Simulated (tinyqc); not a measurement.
Schemes compared: quasiparticle equation with a plasmon-pole self-energy for two band edges.

For each edge E = e + X + Sc(E), with the correlation part Sc(E) = A[0]/(E - a + w) + A[1]/(E - b - w); a and b are the valence and conduction energies that enter the Green function (a = ev, b = ec in the one-shot scheme). Z = 1/(1 - dSc/dE), dSc/dE = -A[0]/(E - a + w)^2 - A[1]/(E - b - w)^2.

Parameters, chosen for this exercise (scales of the order of those of AlN; the results hold for these values, not for the real material): ev = 0 eV (mean-field valence top); ec = 4.31 eV (mean-field conduction edge); w = 19.8 eV (pole energy); Av = (92.8, 44.4) eV^2 (weights of the valence state on the hole and electron poles); Ac = (39.2, 81) eV^2 (the same for the conduction state); Xv = -3.91 eV (exchange minus the mean-field potential, valence); Xc = 3.87 eV (the same, conduction).

Z = 1; linearised; exact one-shot; energies updated in G (a, b); updated in G and W, where w grows by half of the opening of the gap (a rule chosen for the exercise).

Cases:

| scheme |
|---|
| mean field |
| Z = 1 |
| linearised |
| one-shot, exact |
| update G |
| update G and W |

Rank the cases by gap, lowest first.

Answer: mean field, one-shot, exact, linearised, update G, Z = 1, update G and W.

Results (eV):

| scheme | Ev | Ec | gap | opening |
|---|---|---|---|---|
| mean field | 0.000 | 4.310 | 4.310 | 0.000 |
| Z = 1 | -1.065 | 5.715 | 6.780 | 2.470 |
| linearised | -0.811 | 5.413 | 6.224 | 1.914 |
| one-shot, exact | -0.806 | 5.405 | 6.211 | 1.901 |
| update G | -0.912 | 5.580 | 6.492 | 2.182 |
| update G and W | -1.096 | 5.739 | 6.835 | 2.525 |

The openings run from 1.901 (one-shot, exact) to 2.525 eV (update G and W). Linearising moves the gap by 13 meV, updating G +281 meV and updating W a further +343 meV: once Z is kept, the level of self-consistency matters more than linearising.

Computed by tinyqc, a small Python program: `OMP_NUM_THREADS=1 python tinyqc.py 1881120 1881121 out.jsonl` (the numbers bound the seed that draws the inputs); one thread of a shared host (Intel(R) Xeon(R) Processor @ 2.30GHz), about 0.02 s for the whole set of steps.
